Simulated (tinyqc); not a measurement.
Inside a calculation. Model: gate-all-around wire, scale length and short-channel effects.

Numbers from tinyqc (`OMP_NUM_THREADS=1 python tinyqc.py 2420027 2420028 out.jsonl`; about 0.01 s on one thread of a shared Intel Xeon 2.30GHz). Printed values are rounded.

A round wire of diameter ts in an insulator shell of thickness ti under a surrounding gate. Below threshold the potential that source and drain add obeys Laplace's equation and vanishes on the gate. Its lowest mode decays along the channel as exp(-k y); k is the smallest positive root of the matching condition at the interface, and the scale length is Lambda = pi/k.

Values chosen for this exercise; permittivities: semiconductor close to that of silicon, insulator close to that of silicon dioxide:
- T = 250 K (temperature)
- eps_r = 11.9 (relative permittivity of the semiconductor)
- ei = 3.75 (relative permittivity of the insulator)
- ti = 1.5 nm (insulator thickness)
- ts = 3.8 nm (wire diameter)
- L = 17 nm (channel length)
- Vbi = 0.96 V (potential of the source)
- sT = 0.48 V (potential of the barrier top at threshold)
- VTL = 0.45 V (long-channel threshold)
- m = 1 (long-channel body factor)
- Vds = 0.7 V (drain voltage)

Constants: q = 1.602176634e-19 C, kB = 1.380649e-23 J/K, Vt = kB T/q. Results are converted to the units shown.

## Scan of the matching condition

| point | k (1/nm) |
|---|---|
| 0 | 0.08125 |
| 1 | 0.1625 |
| 2 | 0.24375 |
| 3 | 0.325 |
| 4 | 0.40625 |
| 5 | 0.4875 |
| 6 | 0.56875 |
| 7 | 0.65 |

f(k) = ei J0(u)[J1(u) Y0(v) - Y1(u) J0(v)] - eps_r J1(u)[J0(u) Y0(v) - Y0(u) J0(v)], u = k ts/2, v = u + k ti.

| point | f(k) |
|---|---|
| 0 | 14.9390 |
| 1 | 6.6973 |
| 2 | 3.6416 |
| 3 | 1.9195 |
| 4 | 0.7700 |
| 5 | -0.0553 |
| 6 | -0.6600 |
| 7 | -1.0957 |

The first change of sign lies between k = 0.40625 and 0.4875 1/nm.

## Iteration 1: decay constant by Newton steps

k at the start = 0.4875 1/nm

f(k) = ei J0(u)[J1(u) Y0(v) - Y1(u) J0(v)] - eps_r J1(u)[J0(u) Y0(v) - Y0(u) J0(v)], u = k ts/2, v = u + k ti; f' by a central difference with +/- 1e-5 1/nm; k(new) = k - f/f'.

f = -0.0553269
f' = -8.65985 nm
k after iteration 1 = 0.481111 1/nm

## Iteration 2: decay constant by Newton steps

As before.

f = 6.75471e-4
f' = -8.87217 nm
k after iteration 2 = 0.481187 1/nm

## Course of the iteration: decay constant by Newton steps

Stop when k changes by less than 1e-10 1/nm, or after 30 iterations.

Course of the iteration:

| iteration | k (1/nm) | \|change\| (1/nm) |
|---|---|---|
| 1 | 0.481111 | 6.39e-3 |
| 2 | 0.481187 | 7.61e-5 |
| 3 | 0.481187 | 1.10e-8 |
| 4 | 0.481187 | < 1e-15 |

Converged in 4 iterations. The change falls from 0.0064 in the first iteration to below the tolerance in the last.

## Scale length against simple estimates

k = 0.481187 1/nm

Lambda = pi/k and l = 1/k. A parabolic potential across the structure gives l(parabolic) = sqrt([2 eps_r ts^2 ln(1 + 2 ti/ts) + ei ts^2]/(16 ei)).

Lambda = 6.52884 nm
l = 2.07819 nm
l(parabolic) = 2.05807 nm

The parabolic estimate is 0.97 % below l.

## Threshold shift, barrier position and swing

Along the channel psi(y) = s + a exp(y/l) + b exp(-y/l) with psi(0) = Vbi, psi(L) = Vbi + Vds and l = 1/k = Lambda/pi; with A = Vbi - s, B = A + Vds, x = exp(-L/l): a = (B - A x) x/(1 - x^2), b = (A - B x)/(1 - x^2). The minimum is s + 2 sqrt(a b), at y = (l/2) ln(b/a). The long-channel potential follows the gate as s = sT + (Vg - VTL)/m, and the threshold VT is the gate voltage at which the minimum equals sT. Swing = m Vt ln 10/g at threshold, g = d(minimum)/ds = 1 - (b x + a)/((1 + x) sqrt(a b)).

s at threshold = 0.453855 V
a = 3.37863e-4 V
b = 0.505807 V
position of the minimum = 7.59712 nm
VT = 0.423855 V
swing = 51.4939 mV/decade

The threshold lies 26.1 mV below the long-channel value, and the barrier top sits at 0.45 L from the source.
